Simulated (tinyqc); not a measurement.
Well width from the intersubband spacing.

Problem. In an empty well of width L and depth Vb, level k solves kw L/2 = (k - 1) pi/2 + arctan(sqrt((mw/mb)(Vb - E)/E)) with kw = sqrt(mw E/C), C = hbar^2/(2 m0). Find L, E1 and E2 from the spacing.

Values chosen for this exercise; material values close to those of In0.53Ga0.47As in InP: mass along z in the well mw = 0.0411 m0; mass along z in the barriers mb = 0.0814 m0; barrier height Vb = 0.254 eV.

Constants: q = 1.602176634e-19 C, hbar = 1.054571817e-34 J s, m0 = 9.1093837015e-31 kg, hbar^2/(2 m0) = 0.0380998212 eV nm^2. Results are converted to the units shown.

E2 - E1 = 13.611034 meV

Answer. Both levels are solved for trial widths until their difference matches. A second level is bound only for L above 6.00 nm, and over that range one width gives this spacing.

L = 39.60 nm
E1 = 4.526 meV
E2 = 18.14 meV

Numbers from tinyqc (`OMP_NUM_THREADS=1 python tinyqc.py 2140014 2140015 out.jsonl`; about 0.3 s on one thread of a shared Intel Xeon 2.30GHz).
